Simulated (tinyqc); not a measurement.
What each input does: propagation of a band-gap error through k.p and effective-mass formulas.

Chain, for a gap E (the reference Eg or another value), with Ep and Dso kept: 1/me = 1 + Ep (E + 2 Dso/3)/(E (E + Dso)); g* = 2 - 2 Ep Dso/(3 E (E + Dso)); g1(E) = g1 + (Ep/3)(1/E - 1/Eg), g2(E) = g2 + (Ep/6)(1/E - 1/Eg), light hole 1/(g1 + 2 g2), heavy hole 1/(g1 - 2 g2) along [100]; optical constant ei(E) = 1 + (ei - 1)(EP/(EP + E - Eg))^2, static e0(E) = ei(E) + e0 - ei.

Donor: R = Ry me/e0^2, a_B = a0 e0/me, Mott density (0.26/a_B)^3. Nc, Nv = 2 (m kT/(4 pi c))^(3/2), c = hbar^2/2m0, ni = sqrt(Nc Nv) exp(-E/2kT). Exciton: Ry mu/e0^2 with 1/mu = 1/me + g1(E). 1 angstrom^-3 = 1e24 cm^-3.

Constants: Ry = 13.60569312 eV; a0 (Bohr radius) = 0.5291772105 angstrom; kB = 8.617333262e-05 eV/K; hbar^2/2m0 = 3.80998211 eV angstrom^2.

Parameters, chosen for this exercise (reference values near those of GaSb, gap at low temperature; shifted at random, so the results belong to these values and not to a real crystal): Eg = 0.82 eV (gap at Gamma to the s-like level); Dso = 0.757 eV (spin-orbit splitting); Ep = 26.8 eV (Kane energy); g1 = 13.34 (Luttinger gamma1); g2 = 4.71 (gamma2); e0 = 15.43 (static dielectric constant); ei = 14.35 (optical dielectric constant); EP = 4.23 eV (mean (Penn) gap); mh = 0.36 m0 (density-of-states mass of the holes); T = 300 K (temperature); Eg2 = 0.902 eV (a wrong gap, of the size a hybrid functional can give).

All at E = Eg2.

One parameter was then changed.

Results before and after:
```
case     me (m0)  light hole (m0)     e0  donor (meV)  exciton (meV)  log10 ni
base      0.0382           0.0481  14.93        2.331          1.584    10.427
changed   0.0355           0.0485  14.93        2.165          1.509    10.403
```

Which of these changes was made? (a) Eg2 = 0.974 eV; (b) Ep = 28.944 eV; (c) T = 276 K; (d) ei = 13.202; (e) mh = 0.389 m0; (f) EP = 4.568 eV; (g) g1 = 14.407; (h) Dso = 0.818 eV.

Answer: (b) Ep = 28.944 eV. Of the candidates, run in turn, only this one gives the changed row.

All candidates:
```
case            me (m0)  light hole (m0)     e0  donor (meV)  exciton (meV)  log10 ni
base             0.0382           0.0481  14.93        2.331          1.584    10.427
Eg2 = 0.974 eV   0.0408           0.0518  14.51        2.638          1.789     9.844
Dso = 0.818 eV   0.0385           0.0481  14.93        2.348          1.592    10.429
Ep = 28.944 eV   0.0355           0.0485  14.93        2.165          1.509    10.403
g1 = 14.407      0.0382           0.0458  14.93        2.331          1.542    10.427
EP = 4.568 eV    0.0382           0.0481  14.96        2.320          1.577    10.427
ei = 13.202      0.0382           0.0481  14.97        2.318          1.575    10.427
mh = 0.389 m0    0.0382           0.0481  14.93        2.331          1.584    10.452
T = 276 K        0.0382           0.0481  14.93        2.331          1.584     9.714
```

Run: tinyqc, `OMP_NUM_THREADS=1 python tinyqc.py 1850726 1850727 out.jsonl`; Intel(R) Xeon(R) Processor @ 2.30GHz, one thread, shared host; about 0.01 s of CPU time with all checks.
